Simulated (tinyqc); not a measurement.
# Worked calculation: MOS structure on a p-type body, non-linear Poisson equation by Newton steps

Computed by the program tinyqc: `OMP_NUM_THREADS=1 python tinyqc.py 2080121 2080122 out.jsonl`, one thread of a shared Intel Xeon 2.30GHz, about 0.5 s for the whole run. Printed values are rounded; ~0 in a residual or rate marks an entry under 1e-11 of the largest of its column.

One dimension, insulator interface at x = 0, acceptor density Na, uniform, net doping C = -(acceptor density). psi is counted from the intrinsic level: n = ni exp((psi - Vb)/Vt), p = ni exp(-psi/Vt); deep in the body psi_b = -Vt ln(Na/ni). The gate acts through Cox = eps0 eox/tox and has the potential psi_G = Vg - (phiM - chi - Vt ln(Nc/ni)). Boltzmann statistics, full ionisation, classical densities, no oxide or interface charge.

Parameters, values chosen for the exercise; band and dielectric values those of a made-up semiconductor: temperature T = 300 K; band gap Eg = 1.17 eV; relative permittivity eps_r = 11.1; conduction-band density of states at T Nc = 2.67e19 cm^-3; valence-band density of states at T Nv = 2.69e19 cm^-3; electron affinity chi = 4.99 eV; acceptor density deep in the body Na = 4.2e17 cm^-3; relative permittivity of the gate insulator (close to hafnium oxide) eox = 22.1; insulator thickness tox = 17 nm; gate work function phiM = 5.21 eV; electron quasi-Fermi potential against the body Vb = 0 V; gate voltage against the body Vg = 0.95 V.

Constants: q = 1.602176634e-19 C, kB = 1.380649e-23 J/K, Vt = kB T/q, eps0 = 8.8541878128e-14 F/cm where lengths are in cm. Results are converted to the units shown.

Range of the model: On a fine mesh the surface electron density exceeds 0.3 Nc, so degeneracy and confinement would lower the charge and push it away from the interface.

## Scales and end potentials

ni = sqrt(Nc Nv) exp(-Eg/(2 Vt)), Eg in volts; Cox, psi_G and psi_b as defined.

ni = 3.98625e9 cm^-3
Cox = 1.15104 uF/cm^2
psi_G = 1.31490 V
psi_b = -0.477562 V

## Net doping on the mesh

x, node 0 to 15 (nm): 0  0.3  0.724  1.32  2.17  3.36  5.05  7.42  10.8  15.5  22.2  31.7  45.1  63.9  90.6  128

C = -(Na), taken at the nodes.

net doping C, node 0 to 15 (cm^-3): -4.2e17  -4.2e17  -4.2e17  -4.2e17  -4.2e17  -4.2e17  -4.2e17  -4.2e17  -4.2e17  -4.2e17  -4.2e17  -4.2e17  -4.2e17  -4.2e17  -4.2e17  -4.2e17

## Couplings between neighbouring nodes

a_i = eps0 eps_r/h_i for the interval from node i to i + 1, with h_i = x_(i+1) - x_i in cm.

coupling a_i, interval 0 to 14 (F/cm^2): 3.27605e-5  2.31796e-5  1.64902e-5  1.15625e-5  8.25895e-6  5.81547e-6  4.14690e-6  2.90774e-6  2.09110e-6  1.46689e-6  1.03454e-6  7.33444e-7  5.22774e-7  3.68095e-7  2.62785e-7

## Starting potential

psi_b + U (1 - x/W)^2 for x < W and psi_b beyond, with U = Vb - 2 psi_b and W = sqrt(2 eps0 eps_r U/(q Na)).

psi at the start, node 0 to 15 (V): 0.477562  0.466743  0.451558  0.430420  0.400696  0.359912  0.303659  0.228065  0.126910  -0.000749  -0.156583  -0.324855  -0.457157  -0.477562  -0.477562  -0.477562

## Iteration 1: densities, residual and Jacobian diagonal

n_i = ni exp((psi_i - Vb)/Vt), p_i = ni exp(-psi_i/Vt), rho_i = p_i - n_i + C_i, g_i = (n_i + p_i)/Vt. Box widths w_i = (h_(i-1) + h_i)/2 in cm. Residual F_i = a_i (psi_(i+1) - psi_i) - a_(i-1) (psi_i - psi_(i-1)) + q rho_i w_i; Jacobian: a_(i-1) and a_i beside the diagonal, b_i = -a_(i-1) - a_i - q g_i w_i on it. Node 0 is free: w_0 = h_0/2, F_0 = a_0 (psi_1 - psi_0) + Cox (psi_G - psi_0) + q rho_0 w_0, b_0 = -a_0 - Cox - q g_0 w_0, with Cox = eps0 eox/tox, psi_G = Vg - (phiM - chi - Vt ln(Nc/ni)). The last node is fixed.

```
node   n (cm^-3)   p (cm^-3)
0         4.2e17     37.8337
1     2.76378e17     57.4944
2     1.53603e17     103.449
3     6.78125e16     234.325
4     2.14761e16     739.899
5     4.43428e15     3583.49
6     5.03280e14     31573.2
7     2.70329e13   5.87808e5
8     5.40207e11   2.94150e7
9      3.87244e9   4.10341e9
10     9.33446e6  1.70231e12
11       13907.1  1.14259e15
12       83.3028  1.90752e17
13       37.8337      4.2e17
14       37.8337      4.2e17
15       37.8337      4.2e17
```

```
node  residual F (C/cm^2)  diagonal b (F/cm^2)
0              6.07373e-7          -3.39506e-5
1             -1.60296e-9          -5.60021e-5
2             -1.25511e-9          -3.97183e-5
3            -7.85522e-10          -2.80831e-5
4            -3.50968e-10          -1.98351e-5
5            -1.02305e-10          -1.40784e-5
6            -1.63688e-11          -9.96300e-6
7            -1.24521e-12          -7.05468e-6
8            -3.49646e-14          -4.99883e-6
9             2.10930e-17          -3.55798e-6
10            2.20919e-13          -2.50144e-6
11            2.09608e-10          -1.77609e-6
12             2.72347e-8          -3.15954e-6
13             1.06669e-8          -6.81258e-6
14                     ~0          -8.97333e-6
```

## Iteration 1: Newton step

Solve the tridiagonal system a_(i-1) d_(i-1) + b_i d_i + a_i d_(i+1) = -F_i for nodes 0 to 14, with d = 0 on fixed nodes. Each component d is damped to sign(d) Vt ln(1 + |d|/Vt) before it is added.

Newton step d, before damping, node 0 to 14 (V): 0.392552  0.388272  0.383331  0.377591  0.370465  0.361139  0.348159  0.330012  0.304139  0.268161  0.216873  0.144154  0.042889  0.004868  0.000200
psi after iteration 1, node 0 to 15 (V): 0.549535  0.538451  0.522955  0.501453  0.471267  0.429868  0.372733  0.295853  0.192747  0.062103  -0.098686  -0.276164  -0.431875  -0.473102  -0.477363  -0.477562

## Course of the Newton iteration

Stop when the largest undamped |d| is below 1e-9 V, or after 80 iterations.

Course of the iteration:
```
iteration  largest |F| (C/cm^2)  largest |d| (V)  at node
1                       6.07e-7            0.393        0
2                       5.00e-7            0.107        0
3                       3.22e-7           0.0146       10
4                       7.62e-8          3.30e-3       10
5                       1.76e-9          2.05e-4       10
6                      7.84e-13          8.22e-7       10
7                      2.01e-17         1.31e-11       10
```

Converged in 7 iterations. Once the step is below 0.1 Vt, 2 more iteration(s) reach the threshold: near the solution the error is roughly squared each time.

## Converged densities and sheet charges

converged psi, node 0 to 15 (V): 0.604808  0.584119  0.561465  0.535174  0.502005  0.458539  0.399275  0.319619  0.212684  0.076989  -0.090301  -0.274817  -0.430072  -0.473666  -0.477402  -0.477562

n and p as above; box widths w_i (half boxes at both ends); band bending psi_0 - psi_b; N_inv = sum w n; N_dep = -sum w (p + C); centroid sum w n x/N_inv; gate charge Cox (psi_G - psi_0)/q.

```
node   n (cm^-3)   p (cm^-3)
0     5.76613e19    0.275578
1     2.59019e19    0.613474
2     1.07837e19     1.47354
3     3.90018e18     4.07422
4     1.08113e18     14.6978
5     2.01226e17     78.9669
6     2.03278e16     781.696
7     9.33083e14     17029.8
8     1.49106e13   1.06570e6
9     7.83279e10   2.02867e8
10     1.21219e8  1.31086e11
11       96348.0  1.64925e14
12       237.504  6.69048e16
13       43.9869  3.61248e17
14       38.0690  4.17404e17
15       37.8337      4.2e17
```

band bending = 1.08237 V
N_inv = 2.77817e12 cm^-2
N_dep = 2.32307e12 cm^-2
centroid of the electrons = 0.507975 nm
gate charge over q = 5.10151e12 cm^-2

N_inv + N_dep is within 0.01 % of the gate charge. A mesh of about 600 nodes or more gives a band bending of 1.085 V and N_inv = 2.773e12 cm^-2; this mesh is 0.19 % above the latter.
